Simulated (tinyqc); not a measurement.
Lifetime against injection: Shockley-Read-Hall recombination through one deep level.

One level at Et with degeneracy 1: tn = 1/(sn vth Nt), tp = 1/(sp_ vth Nt), n1 = Nc exp((Et - Eg)/kT), p1 = Nv exp(-Et/kT), ni^2 = n1 p1. Equilibrium p0 = Nm, n0 = ni^2/Nm; n = n0 + dn, p = p0 + dn. U = (n p - ni^2)/(tp (n + n1) + tn (p + p1)), lifetime dn/U; emission rates en = sn vth n1, ep = sp_ vth p1.

Constants: kB = 8.617333262e-05 eV/K.

Inputs chosen for the exercise (gap and densities of states near those of Si at this temperature; not measured data): Eg = 1.095 eV (gap); Nc = 4.08e+19 1/cm^3 (conduction-band density of states); Nv = 1.78e+19 1/cm^3 (valence-band density of states); T = 400 K; Et = 0.407 eV (recombination level above Ev); Nt = 2.5e+14 1/cm^3 (defects); sn = 2.8e-16 cm^2 (electron capture cross-section); sp_ = 3.5e-15 cm^2 (hole capture cross-section); vth = 15000000 cm/s (thermal velocity, both carriers); Nm = 4.3e+15 1/cm^3 (equilibrium holes for the lifetime steps).

Recombination:
```
dn (1/cm^3)  lifetime (microsecond)  U (1/(cm^3 s))
1.0e+11                      0.9817        1.02e+17
1.0e+12                      0.9818        1.02e+18
1.0e+13                      0.9819        1.02e+19
1.0e+14                      0.9828        1.02e+20
1.0e+15                      0.9906        1.01e+21
1.0e+16                       1.014        9.86e+21
1.0e+17                       1.027        9.74e+22
1.0e+18                       1.028        9.72e+23
```

The lifetime rises from 0.9817 to 1.028 microsecond; tn + tp = 1.029. At low injection it is tn (1 + p1/p0) + tp n1/p0 with n1/Nm = 2e-05 and p1/Nm = 0.031: re-emission lengthens it to 1.03 times the minority capture time. Auger and radiative paths are left out; they cut in at the highest injections, and in a doped direct-gap crystal the radiative one counts at all injections. dn = dp neglects trapped charge, which matters where the traps hold a charge comparable with dn, at low injection and with very unequal cross sections.

Program tinyqc; command `OMP_NUM_THREADS=1 python tinyqc.py 1651240 1651241 out.jsonl`; about 0.01 s on one thread of a shared Intel(R) Xeon(R) Processor @ 2.30GHz.
